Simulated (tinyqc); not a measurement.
Thermal boundary conductance by the acoustic and diffuse mismatch models: one step, computed by the program tinyqc.

Each side has one longitudinal and two transverse Debye branches, omega = v q up to q_D = (6 pi^2 n)^(1/3), with n counting all atoms. Scattering at the interface is elastic. Electrons are left out of G, also for metals. Melting is ignored. G refers to the temperatures of the phonons sent towards the interface. Linear branches over all atoms overstate G at high T, most for crystals with several atoms a cell.

Problem. Boundary conductance. G = (k_B^4 T^3/(8 pi^2 hbar^3)) int W(x) x^4 e^x/(e^x - 1)^2 dx, x = hbar omega/(k_B T). Acoustic mismatch: W = sum over the three branches of alpha(1 to 2)/v_1^2, each up to the lower of its two cut-offs. Diffuse mismatch: W = S_1 S_2/(S_1 + S_2), where S_i sums 1/v^2 over the branches of side i still below their cut-off. Radiation limit: W = min(S_1, S_2). The integral is split at the four cut-offs (64 Gauss-Legendre points a piece, x at most 45). Boundary resistance R = 1/G and Kapitza length kappa_2/G use the diffuse value.

Inputs (values chosen for the exercise, modelled on silicon carbide (side 1) and titanium nitride (side 2)): conductivity kappa_2 = 24.7 W/(m K); temperature T = 150 K.

Structure: film on a substrate.

Branches:

| branch | v (m/s) | cut-off (K) | Z (1e6 kg/(m^2 s)) |
|---|---|---|---|
| L, side 1 | 12400 | 1700.316 | 39.9280 |
| T, side 1 | 7220 | 990.023 | 23.2484 |
| L, side 2 | 10500 | 1479.453 | 55.7550 |
| T, side 2 | 6120 | 862.310 | 32.4972 |

Transmission:

| branch | t at normal incidence | largest angle from side 1 (deg) | alpha, 1 to 2 | alpha, 2 to 1 |
|---|---|---|---|---|
| L | 0.9726393 | 90 | 0.9737430 | 0.6981996 |
| T | 0.9724736 | 90 | 0.9080834 | 0.6524604 |

Constants: k_B = 1.380649e-23 J/K; hbar = 1.054571817e-34 J s.

Give: G, acoustic mismatch; G, diffuse mismatch; G, radiation limit; boundary resistance R; Kapitza length in side 2.

Solution.

G, acoustic mismatch = 1054.7 MW/(m^2 K)

G, diffuse mismatch = 679.72 MW/(m^2 K)

G, radiation limit = 1154.6 MW/(m^2 K)

boundary resistance R = 1.4712 m^2 K/GW

Kapitza length in side 2 = 36.338 nm

The diffuse value is 0.64 times the acoustic one and 59 % of the radiation limit. Diffuse scattering lowers G here: it sends back a share of the phonons that specular transmission lets pass. Caution: kappa_2 is of room-temperature size, so the Kapitza length is only nominal at this T.
